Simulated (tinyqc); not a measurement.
Inside a calculation. Method: Luttinger-Kohn k.p, four valence bands. One step of it, computed by the program tinyqc.

Problem. Bloch Hamiltonian at k. P = c g1 k^2, Q = c g2 (kx^2 + ky^2 - 2 kz^2), R = c sqrt3 [-g2 (kx^2 - ky^2) + 2i g3 kx ky], S = 2 c sqrt3 g3 (kx - i ky) kz, c = hbar^2/2m = 3.809982 eV angstrom^2; rows [P+Q, -S, R, 0], [-S*, P-Q, 0, R], [R*, 0, P-Q, S], [0, R*, S*, P+Q]. The path ends lie at |k| = 0.07 1/angstrom.

Luttinger parameters chosen for this model; energies are counted downward from the top of the valence band:
```
parameter      value  unit
g1         15.800000
g2          5.220000
g3          6.920000
```

k point k (1/angstrom): [-0.014000, -0.032000, -0.005000]

Give: H(k) at k.

Solution.

H(k) at k (eV), order 3/2, 1/2, -1/2, -3/2:
```
[[0.0982, -0.0064+0.0146i, 0.0285+0.0409i, 0.0000],
 [-0.0064-0.0146i, 0.0517, 0.0000, 0.0285+0.0409i],
 [0.0285-0.0409i, 0.0000, 0.0517, 0.0064-0.0146i],
 [0.0000, 0.0285-0.0409i, 0.0064+0.0146i, 0.0982]]
```
